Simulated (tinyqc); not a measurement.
Equilibrium crystal shape, supported particles, Gibbs-Thomson effect and coarsening. Changing the second-neighbour bond energy e2. Computed by tinyqc, a small Python program. Command: `OMP_NUM_THREADS=1 python tinyqc.py 3010261 3010262 out.jsonl wulff sweep`. One thread of a shared host (Intel(R) Xeon(R) Processor @ 2.30GHz), about 0.09 s of CPU time with the checks.

A cubic crystal bounded by {100}, {110} and {111} facets only.

Inputs (values chosen for the exercise, for a model metal):

| quantity | value | unit |
|---|---|---|
| lattice constant a | 3.28 | angstrom |
| first-neighbour bond energy e1 | 0.241 | eV |
| atoms in the particle N | 1500 | - |
| temperature T | 1100 | K |

Surface energies: broken bonds, fcc.

Constants: 1 eV/angstrom^2 = 16.02176634 J/m^2; e = 1.602176634e-19 C; k_B = 8.617333262e-05 eV/K.

Method:
- A cut with normal n breaks sum_R |R.n|/(2 Omega) bonds per area (R over all neighbours of a shell) and makes two surfaces: gamma = sum over shells e_s sum_R |R.n|/(4 Omega). fcc: 12 neighbours a/2 (1,1,0), 6 at a (1,0,0), Omega = a^3/4.
- Wulff construction: the facet planes lie at distances lambda gamma from the centre, and the shape is the region inside all of them; V = (1/3) sum of area x distance. gamma_mean = sum A gamma / sum A; shape factor eta = A/V^(2/3) (4.836 for a sphere). lambda follows from V = N Omega.
- For the Wulff shape mu - mu(bulk) = 2 Omega gamma/h, with gamma and h = lambda gamma the energy and distance of any one facet plane, here (111); the vapour pressure rises by exp[(mu - mu(bulk))/(k_B T)].

One run for each value:

| second-neighbour bond energy e2 (eV) | gamma_mean (J/m^2) | shape factor eta | mu - mu(bulk) (meV) |
|---|---|---|---|
| 0.005 | 1.315 | 5.292 | 108.0 |
| 0.039 | 1.497 | 5.188 | 120.5 |
| 0.072 | 1.654 | 5.142 | 132.0 |
| 0.110 | 1.820 | 5.122 | 144.7 |
| 0.140 | 1.942 | 5.121 | 154.4 |
| 0.170 | 2.060 | 5.127 | 163.9 |
| 0.210 | 2.210 | 5.143 | 176.4 |
| 0.240 | 2.318 | 5.157 | 185.6 |

Over the rows, gamma_mean (J/m^2) rises from 1.32 to 2.32 (exponent d ln y / d ln x 0.063 between the first rows and 0.36 between the last); shape factor eta goes from 5.29 through a minimum among these rows, 5.12 at 0.140, to 5.16; mu - mu(bulk) (meV) rises from 108 to 186 (exponent d ln y / d ln x 0.053 between the first rows and 0.38 between the last).

Caution (all rows): below a few thousand atoms edges and corners add to the energy and facets hold few atoms.

Extremes, crossings and ranges named in words are read from the listed rows.
